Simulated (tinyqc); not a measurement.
From results back to parameters: one-oscillator model of a band gap. Four cases, with inputs chosen for the exercise.

Problem. A gap follows E(T) = E0 - s1 t1/(exp(t1/T) - 1) with the zero-point term ZP = s1 t1/2, which scales as M^(-1/2). The shift of E0 on going from M to M + dM and the limiting slope at high T are given.

Find: sqrt(M/(M + dM)); ZP; t1.

Method. The shift is ZP (1 - sqrt(M/(M + dM))); then t1 = 2 ZP/s1.

Case 1.

Values chosen (out of a larger set: near those of SiC; not measured data): M = 20.07 u (mean atomic mass); dM = 0.99 u (change of the mean mass (not bounded by the natural isotopes)).

shift of E0 = 4.427985 meV
limiting slope s1 = 0.510 meV/K

Solution.

sqrt(M/(M + dM)) = 0.976213
ZP = 186.15 meV
t1 = 730 K

Case 2.

Values chosen (out of a larger set: near those of GaAs; not measured data): M = 72.25 u (mean atomic mass); dM = 2.5 u (change of the mean mass (not bounded by the natural isotopes)).

shift of E0 = 1.088274 meV
limiting slope s1 = 0.478 meV/K

Solution.

sqrt(M/(M + dM)) = 0.983135
ZP = 64.53 meV
t1 = 270 K

Case 3.

Values chosen (out of a larger set: near those of diamond; not measured data): M = 12.01 u (mean atomic mass); dM = 0.85 u (change of the mean mass (not bounded by the natural isotopes)).

shift of E0 = 10.784908 meV
limiting slope s1 = 0.548 meV/K

Solution.

sqrt(M/(M + dM)) = 0.966387
ZP = 320.85 meV
t1 = 1171 K

Case 4.

Values chosen (out of a larger set: near those of GaN; not measured data): M = 41.9 u (mean atomic mass); dM = 0.86 u (change of the mean mass (not bounded by the natural isotopes)).

shift of E0 = 2.108186 meV
limiting slope s1 = 0.609 meV/K

Solution.

sqrt(M/(M + dM)) = 0.989893
ZP = 208.58 meV
t1 = 685 K

Computed by tinyqc, one run a case: `OMP_NUM_THREADS=1 python tinyqc.py N N+1 out.jsonl` with N = 1850931, 1850953, 1850973, 1850979; one thread of a shared Intel(R) Xeon(R) Processor @ 2.30GHz, about 0.01 s a run at most.
